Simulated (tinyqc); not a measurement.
Chip with leakage that grows with temperature, electro-thermal loop and runaway: one step of the calculation.

One temperature T for the device, T = T0 + Rth P(T), with P(T) = Pd + Pl (T/300 K)^2 exp[(q Ea/kB)(1/(300 K) - 1/T)]. The loop gain is Rth dP/dT; a solution is thermally stable when it is below one.

Task. Temperature by substitution. P(T) = Pd + Pl (T/300 K)^2 exp[(q Ea/kB)(1/(300 K) - 1/T)]; T(new) = T0 + Rth P(T).

Inputs (values chosen for the exercise):
- T0 = 320 K (ambient temperature)
- Pd = 0.61 W (temperature-independent switching power)
- Pl = 0.00696 W (leakage power at 300 K)
- Ea = 0.35 eV (activation energy of the leakage)
- Rth = 81 K/W (thermal resistance)

Constants: q = 1.602176634e-19 C, kB = 1.380649e-23 J/K. Results are converted to the units shown.

T after iteration 1 = 370.90498 K

Give: P; T after iteration 2.

Result.

P = 0.75155 W
T after iteration 2 = 380.88 K

Numbers from tinyqc (`OMP_NUM_THREADS=1 python tinyqc.py 2520008 2520009 out.jsonl`; about 0.01 s on one thread of a shared Intel Xeon 2.30GHz).
